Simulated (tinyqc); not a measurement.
# MOS structure on a p-type body with a doping step (retrograde), non-linear Poisson equation by Newton steps: what changes with what

One dimension, insulator interface at x = 0, acceptor density N1 for x < x1 and Na beyond, net doping C = -(acceptor density). psi is counted from the intrinsic level: n = ni exp((psi - Vb)/Vt), p = ni exp(-psi/Vt); deep in the body psi_b = -Vt ln(Na/ni). The gate acts through Cox = eps0 eox/tox and has the potential psi_G = Vg - (phiM - chi - Vt ln(Nc/ni)). Boltzmann statistics, full ionisation, classical densities, no oxide or interface charge.

Inputs (values chosen for the exercise); band and dielectric values close to those of silicon: temperature T = 300 K; band gap Eg = 1.1 eV; relative permittivity eps_r = 11.6; conduction-band density of states at T Nc = 2.85e19 cm^-3; valence-band density of states at T Nv = 2.67e19 cm^-3; electron affinity chi = 4.01 eV; acceptor density deep in the body Na = 1.5e17 cm^-3; relative permittivity of the gate insulator (close to silicon dioxide) eox = 3.9; insulator thickness tox = 6.1 nm; gate work function phiM = 4.41 eV; electron quasi-Fermi potential against the body Vb = 1.2 V; depth of the doping step x1 = 84 nm; acceptor density above the step N1 = 7.5e15 cm^-3.

Constants: q = 1.602176634e-19 C, kB = 1.380649e-23 J/K, Vt = kB T/q, eps0 = 8.8541878128e-14 F/cm where lengths are in cm. Results are converted to the units shown.

Each table varies one quantity; the others keep the values above.

## Charge and capacitance against gate voltage

ni = sqrt(Nc Nv) exp(-Eg/(2 Vt)), Eg in volts. The Poisson equation d/dx(eps0 eps_r dpsi/dx) = -q (p - n + C), with eps0 eps_r dpsi/dx = -Cox (psi_G - psi_0) at x = 0, is solved on a mesh of about 600 nodes or more. N_inv is the integral of n less its value deep in the body. C_LF = Cox (1 - dpsi_0/dVg) with all carriers following; C_HF is the same with the electron quasi-Fermi level shifting uniformly so that N_inv stays fixed. The centroid is that of the same excess.

Charge and capacitance against gate voltage:
```
Vg (V)	psi_0 - psi_b (V)	N_inv (cm^-2)	C_LF/Cox	C_HF/Cox	centroid (nm)
1.48	1.76	7.60e5	0.110	0.110	1.65
1.61	1.88	6.39e7	0.108	0.108	1.57
1.74	1.99	5.18e9	0.148	0.106	1.50
1.88	2.08	1.49e11	0.619	0.104	1.41
2.01	2.12	4.78e11	0.819	0.104	1.31
2.15	2.14	8.97e11	0.885	0.104	1.21
2.28	2.15	1.31e12	0.913	0.104	1.14
2.42	2.16	1.76e12	0.931	0.104	1.06
2.55	2.17	2.19e12	0.942	0.104	1.01
2.68	2.17	2.62e12	0.949	0.104	0.955
2.82	2.18	3.10e12	0.956	0.104	0.907
```

Read the table: what changes, and by how much?

N_inv goes from 7.60e5 to 3.10e12 cm^-2 and passes 2e11 cm^-2 at Vg = 1.90 V. Below threshold it takes 68.1 mV a decade between Vg = 1.61 and 1.74 V, against Vt ln 10 = 59.5 mV. C_LF/Cox is lowest, 0.108, at Vg = 1.61 V among the rows listed and ends at 0.956, while C_HF/Cox ends at 0.104. Between the last two rows q dN_inv/dVg is 0.951 Cox. Where the classical centroid is under about 2 nm, confinement would move the charge away from the interface and raise the threshold. Above about 2e12 cm^-2 degeneracy matters too.

## Effect of the electron quasi-Fermi potential against the body on threshold, swing and body effect

VT is the Vg at which N_inv = 2e11 cm^-2. m = 1/(dpsi_0/dVg) at N_inv = 1e8 cm^-2; the swing is the Vg between N_inv = 1e8 and 1e9 cm^-2; body coefficient [VT(Vb + 0.05 V) - VT(Vb)]/0.05 V - 1.

Effect of the electron quasi-Fermi potential against the body on threshold, swing and body effect:
```
Vb (V)	VT (V)	psi_0 - psi_b at VT (V)	m - 1	swing (mV/decade)	body coefficient
0	0.526	0.874	0.165	71.7	0.178
0.3	0.877	1.18	0.150	70.1	0.159
0.6	1.22	1.48	0.138	69.0	0.145
0.9	1.56	1.79	0.129	68.2	0.134
1.2	1.90	2.09	0.122	67.6	0.126
1.5	2.24	2.39	0.115	67.1	0.119
1.8	2.58	2.69	0.110	66.7	0.113
```

As Vb goes from 0 to 1.8, VT rises from 0.526 to 2.58 V, the swing falls from 71.7 to 66.7 mV/decade and the body coefficient falls from 0.178 to 0.113. The swing stays within 3.4 % of m Vt ln 10, and the body coefficient within 0.013 of m - 1.

Numbers from tinyqc (`OMP_NUM_THREADS=1 python tinyqc.py 2080017 2080018 out.jsonl`; about 0.4 s on one thread of a shared Intel Xeon 2.30GHz).
